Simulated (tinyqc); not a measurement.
## Surface Green function of a square-lattice strip three rows wide, Sancho-Rubio decimation: densities of states against energy

A semi-infinite lead of cells 0, 1, 2, ... with H0 inside a cell and H1 = <cell i|H|cell i + 1>. A cell is one column of three sites. z = E + i eta.

Start with e_s = e = H0, a = H1, b = H1^dagger. Each round: g = (z - e)^(-1); e_s <- e_s + a g b; e <- e + a g b + b g a; a <- a g a; b <- b g b (all with the old a, b). Round k joins cells 2^k apart. Stop when the largest entry of the matrices a and b is below 1e-12 eV; g_s = (z - e_s)^(-1), bulk (z - e)^(-1), density of states -Im Tr/pi. Here eta = 0.01 eV. Open modes are the crossings of E with the bands of H0 + H1 exp(ik) + H1^dagger exp(-ik) for 0 < k < pi.

H0 (eV):
```
       1      2      3
1  -0.57  -2.65      0
2  -2.65   0.22  -2.65
3      0  -2.65  -1.28
```

H1 (eV):
```
      1     2     3
1  -2.7     0     0
2     0  -2.7     0
3     0     0  -2.7
```

Result of one run:
```
E (eV)  open modes  rounds  surface (1/eV)  bulk (1/eV)
-5               2      14         0.19321      0.14989
```

What becomes of these results when the energy E is changed from -5 to -8.68 eV, all else the same?

Result of the changed run:
```
E (eV)  open modes  rounds  surface (1/eV)  bulk (1/eV)
-8.68            1      14        0.064601      0.10756
```

The whole series:
```
E (eV)  open modes  rounds  surface (1/eV)  bulk (1/eV)
-10.52           0       6       2.6001e-4    6.2044e-4
-8.68            1      14        0.064601      0.10756
-6.84            1      14         0.10256     0.069197
-5               2      14         0.19321      0.14989
-3.16            2      14         0.22277      0.12519
-1.31            3      14         0.27261      0.25346
0.53             3      14         0.27030      0.25065
2.37             2      14         0.20881      0.13485
4.21             2      14         0.15351      0.24659
6.05             1      14         0.10329     0.067558
7.89             1      14        0.066995      0.10363
9.74             0       6       2.6111e-4    6.6225e-4
```

The bands of the infinite lead run over -9.57 to 1.23, -6.31 to 4.49, -1.95 to 8.85 eV. The rounds lie between 6 and 14, 6.0 on average outside the bands and 14.0 inside. The surface density of states is largest at E = -1.31 eV among the rows (0.273 1/eV, bulk 0.253).

Computed by the program tinyqc: `OMP_NUM_THREADS=1 python tinyqc.py 2680023 2680024 out.jsonl`, one thread of a shared Intel Xeon 2.30GHz, about 0.08 s for the whole run.
